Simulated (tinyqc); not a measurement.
Pelgrom slope, floor and doping from two device sizes.

Inverse problem. s^2 = A^2/(L W) + s0^2, with s0 independent of size and A = (q/Cox) sqrt(Na Wd/3) from random dopants alone, Cox = 3.9 eps0/ti. Find A, s0 and Na.

Inputs (values chosen for the exercise):
- ti = 2.2 nm (oxide-equivalent thickness in inversion)

Constants: q = 1.602176634e-19 C, eps0 = 8.8541878128e-14 F/cm where lengths are in cm. Results are converted to the units shown.

s for gate areas 0.00035 and 0.0056 um^2 (mV): [52.9973376, 14.2084213]
Wd = 42.4569457 nm

Answer. s^2 is linear in 1/area: slope A^2, intercept s0^2.

A = 0.987 mV um
s0 = 5.30 mV
Na = 6.60e17 cm^-3

Numbers from tinyqc (`OMP_NUM_THREADS=1 python tinyqc.py 2090139 2090140 out.jsonl`; about 0.01 s on one thread of a shared Intel Xeon 2.30GHz).
